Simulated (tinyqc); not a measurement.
Minimum-mode following (dimer method) and harmonic rate on a two-dimensional model surface. From rate k back to temperature T. Computed by tinyqc, a small Python program. Command: `OMP_NUM_THREADS=1 python tinyqc.py 3020103 3020104 out.jsonl dimer inv`. One thread of a shared host (Intel(R) Xeon(R) Processor @ 2.30GHz), about 0.2 s of CPU time with the checks.

V(x, y) = -A (cos kx + cos ky) - B cos kx cos ky + (C sin ky + S sin kx)(1 - cos kx), k = 2 pi/a; the atom hops from the minimum at (0, 0) to that at (a, 0).

Inputs (values chosen for the exercise, for a model surface):
```
quantity,value,unit
amplitude A,0.23,eV
amplitude B,-0.058,eV
skew C,0.056,eV
asymmetry S,-0.021,eV
period a,2.5,angstrom
mass M,55.7,u
```

Surface: adatom on a square lattice.

Constants: nu for 1 eV/(angstrom^2 u) = 15.6333042 THz; k_B = 8.617333262e-05 eV/K.

Method:
- Newton steps x(new) = x - H^-1 grad V (moves limited to 0.3 angstrom) from (0, 0), (a, 0) and (a/2, 0) give the two minima and the saddle.
- Diagonalise the Hessian at the start minimum and at the saddle; nu = 15.6333042 THz x sqrt(|lambda|/M).
- Vineyard prefactor nu* = nu1 nu2 (minimum)/nu2 (saddle); k = nu* exp(-E_b/(k_B T)).

Problem. A run gave the result below. Find the temperature T, known to lie between 140 and 280 K.

rate k = 3185.553 1/s

Solution.

Each step takes the trial c = (a f_b - b f_a)/(f_b - f_a), f being the result less the target and a, b, c the logarithms of the listed values; c replaces end b, the old b replaces a if the sign of f changed, and otherwise f_a is halved.

Scan of the range:
```
temperature T (K),rate k (1/s)
140,2.46815e+00
157,4.70286e+01
176,6.46133e+02
198,7.16334e+03
222,5.73747e+04
249,3.69034e+05
280,2.00871e+06
```

False position (Illinois rule, in the logarithm of the input) inside the bracket:
```
step,end a,end b,trial,rate k (1/s)
1,176.000,198.000,184.266,1706.54
2,198.000,184.266,187.891,2543.45
3,198.000,187.891,190.310,3291.21
4,187.891,190.310,189.966,3174.14
5,190.310,189.966,189.999,3185.38
6,190.310,189.999,190.001,3185.72
7,189.999,190.001,190.000,3185.55
8,190.001,190.000,190.000,3185.55
```

Rate k rises at every point of a 13-point scan of the range (every second point is shown), so one value fits; it is bracketed by 176 and 198. Answer: temperature T = 190.0 K.
